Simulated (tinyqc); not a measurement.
Schottky barrier on an n-type semiconductor with a doping step, non-linear Poisson equation by Newton steps: two steps of the calculation.

One dimension, metal at x = 0, donor density C(x) = N1 for x < x1 and Nd beyond. Energies are counted from the electron Fermi level of the semiconductor and the conduction-band edge is Ec = -psi, so n = Nc exp(psi/Vt); holes follow the Fermi level of the metal, at -V, so p = Nv exp((V - psi - Eg)/Vt). Ends: psi(0) = V - phiB and psi = Vt ln(Nd/Nc) deep inside. Boltzmann statistics, full ionisation, no current, no image force in the Poisson equation.

Values chosen for this exercise; band and dielectric values close to those of gallium nitride: temperature T = 450 K; band gap Eg = 3.39 eV; relative permittivity eps_r = 9.65; conduction-band density of states at T Nc = 4.19e18 cm^-3; valence-band density of states at T Nv = 8.43e19 cm^-3; bias of the metal against the semiconductor V = 0 V.

Constants: q = 1.602176634e-19 C, kB = 1.380649e-23 J/K, Vt = kB T/q, eps0 = 8.8541878128e-14 F/cm where lengths are in cm. Results are converted to the units shown.

Task 1. Newton step. Solve the tridiagonal system a_(i-1) d_(i-1) + b_i d_i + a_i d_(i+1) = -F_i for nodes 1 to 8, with d = 0 on fixed nodes. Each component d is damped to sign(d) Vt ln(1 + |d|/Vt) before it is added.

coupling a_i, interval 0 to 8 (F/cm^2): 1.0815559e-7  8.9939908e-8  7.4298185e-8  6.2367089e-8  5.1471634e-8  4.2721456e-8  3.5900383e-8  2.9463073e-8  2.4412261e-8

```
node	diagonal b (F/cm^2)	residual F (C/cm^2)
1	-1.9809549e-7	-5.9438307e-9
2	-1.6423809e-7	-7.3173533e-10
3	-1.3666529e-7	-1.8543250e-11
4	-1.1383893e-7	2.9118258e-10
5	-9.4196778e-8	1.3120713e-8
6	-7.8711640e-8	1.5853076e-8
7	-6.8548247e-8	1.8940005e-8
8	-2.2238973e-7	1.3949927e-8
```

psi after iteration 1, node 0 to 9 (V): -1.1900000  -1.0652645  -0.9849173  -0.9027112  -0.8125210  -0.7084284  -0.5915889  -0.4604544  -0.3140185  -0.2642488

Wanted: Newton step d, before damping; psi after iteration 2.

Result 1.

Newton step d, before damping, node 1 to 8 (V): 0.1130  0.3150  0.5694  0.8727  1.2345  1.3635  1.0788  0.2056
psi after iteration 2, node 0 to 9 (V): -1.1900  -1.0123  -0.8992  -0.7960  -0.6901  -0.5730  -0.4525  -0.3301  -0.2426  -0.2642

Task 2. Converged densities, field and barrier lowering. n and p as above; E_i = -(psi_(i+1) - psi_i)/h_i; at the metal |E_0| = |E on interval 0| + q rho_0 (h_0/2)/(eps0 eps_r), rho_0 = p_0 - n_0 + C_0; image-force lowering dphi = sqrt(q |E_0|/(4 pi eps0 eps_r)).

```
node	x (nm)	converged psi (V)	donor density C (cm^-3)
0	0	-1.1900000	2.3e14
1	79	-1.0645486	2.3e14
2	174	-0.9172539	2.3e14
3	289	-0.7441574	2.3e14
4	426	-0.5453911	2.3e14
5	592	-0.3152424	4.6e15
6	792	-0.2688980	4.6e15
7	1030	-0.2645448	4.6e15
8	1320	-0.2642620	4.6e15
9	1670	-0.2642488	4.6e15
```

Wanted: n; p; field E; |E_0| at the metal; image-force lowering.

Result 2.

```
node	n (cm^-3)	p (cm^-3)
0	1.972e5	1.936e-5
1	5.010e6	7.619e-7
2	2.236e8	1.707e-8
3	1.941e10	1.967e-10
4	3.267e12	1.168e-12
5	1.235e15	3.091e-15
6	4.080e15	9.355e-16
7	4.565e15	8.361e-16
8	4.598e15	8.300e-16
9	4.600e15	8.298e-16
```

field E, interval 0 to 8 (kV/cm): -15.88  -15.50  -15.05  -14.51  -13.86  -2.32  -0.18  -0.01  0.00
|E_0| at the metal = 16.05 kV/cm
image-force lowering = 15.48 mV

Computed by the program tinyqc: `OMP_NUM_THREADS=1 python tinyqc.py 2020101 2020102 out.jsonl`, one thread of a shared Intel Xeon 2.30GHz, about 0.1 s for the whole run.
